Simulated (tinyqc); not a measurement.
Inside a calculation. Model: electroplating on a thin resistive seed layer: kinetics, Wagner number and the terminal effect across a wafer. Computed by tinyqc, a small Python program that keeps every step. Command: `OMP_NUM_THREADS=1 python tinyqc.py 3120498 3120499 out.jsonl terminal walk`. One thread of a shared host (Intel(R) Xeon(R) Processor @ 2.30GHz), about 0.02 s of CPU time with the checks. Intermediate numbers are printed to about 7 digits and carried at full precision; extremes and crossings named in words are read from the listed rows.

Current enters the seed at the rim. The bath is treated as a local resistance per area (no lateral flow in the liquid), two electrons per ion, molar volume 7.11 cm^3/mol, Faraday constant F = e N_A, kinematic viscosity 0.01 cm^2/s, omega = 2 pi x rpm/60; k_B T/e is in volts.

Inputs (values chosen for the exercise, of the order of those for copper plating on a thin cobalt or ruthenium seed):
```
quantity                               value         unit
wafer radius R                           7.5           cm
seed thickness t                         150           nm
seed resistivity                          24  microohm cm
bath conductivity kappa                  0.1         S/cm
gap to the anode h                         4           cm
extra resistance of a porous plate         0     ohm cm^2
exchange current density i_0            0.38      mA/cm^2
cathodic transfer coefficient alpha     0.55            -
mean current density                      36      mA/cm^2
diffusivity of the metal ion         6.1e-06       cm^2/s
metal ion concentration                 0.56        mol/L
rotation rate                            100          rpm
temperature T                            298            K
```

Constants: e = 1.602176634e-19 C; N_A = 6.02214076e+23 1/mol; k_B = 8.617333262e-05 eV/K.

## Rate, limit and resistances

Growth rate = i V_m/(2 F). Levich limit i_L = 0.62 x 2 F D^(2/3) omega^(1/2) nu^(-1/6) c. Tafel overpotential eta = (k_B T/(alpha e)) ln(i/i_0); kinetic resistance k_B T/(alpha e i); bath resistance h/kappa + plate; R_s = resistivity/t; Wagner number = kinetic resistance x kappa/R.

growth rate = 795.8515 nm/min

limiting current i_L = 155.9452 mA/cm^2

overpotential = 212.4923 mV

kinetic resistance = 1.296952 ohm cm^2

bath resistance R_b = 40 ohm cm^2

sheet resistance R_s = 1.6 ohm/square

Wagner number = 0.01729270

## Linear estimate of the terminal effect

Linearised: with R_t = kinetic + bath resistance the current density obeys (1/r)(r i')' = i R_s/R_t, so i = A I_0(r/l), l = sqrt(R_t/R_s); with x = R/l, edge/centre = I_0(x) and edge/mean = x I_0(x)/(2 I_1(x)). Voltage drop in the seed for a uniform current: i R_s R^2/4.

length l = 5.080413 cm

x = R/l = 1.476258

edge over centre, linear = 1.623694

edge over mean, linear = 1.250623

drop for uniform current = 810 mV

## Current distribution

Full model: seed potential phi(r) with (1/r)(r phi')' = R_s i, where i solves phi = R_b i + (k_B T/(alpha e)) ln(i/i_0) (phi being the driving voltage left at r); phi'(0) = 0 and phi'(R) = R_s i_mean R/2. Solved by collocation to a tolerance of 1e-7.

Across the wafer:
```
r/R   i (mA/cm^2)    i/mean  i/mean, linear
0.00     27.75048  0.770847        0.770233
0.20     28.35317  0.787588        0.787111
0.40     30.20364  0.838990        0.838854
0.60     33.43199  0.928666        0.928878
0.75     36.88986  1.024718        1.024999
0.90     41.38432  1.149564        1.149542
1.00     45.04221  1.251172        1.250623
```

edge over centre, full model = 1.623114

The full model gives 1.62 against 1.62 from the linear form; the kinetic resistance, which the linear form holds fixed, is a small part of R_t here.

## As the film thickens, and with more bath resistance

The film is taken as uniform, with the seed resistivity; the last column adds 100 ohm cm^2 to R_b. Extra power of that plate = i^2 x 100 ohm cm^2 x area.

Edge over centre:
```
thickness (nm)  R_s (ohm/square)  as given  with 100 ohm cm^2 more
150                     1.600000  1.623114                1.165688
225                     1.066667  1.397399                1.109009
300                     0.800000  1.291471                1.081218
450                     0.533333  1.190005                1.053788
750                     0.320000  1.111967                1.032102
1500                    0.160000  1.055230                1.015987
3000                    0.080000  1.027428                1.007978
```

extra power = 22.90221 W

The ratio falls below 1.1 from 1500 nm on as given, and from 300 nm on with the added resistance: what counts is R_s R^2 against the sum of kinetic and bath resistance.

Checks made by the program: mean of the distribution (relative difference 6e-08).
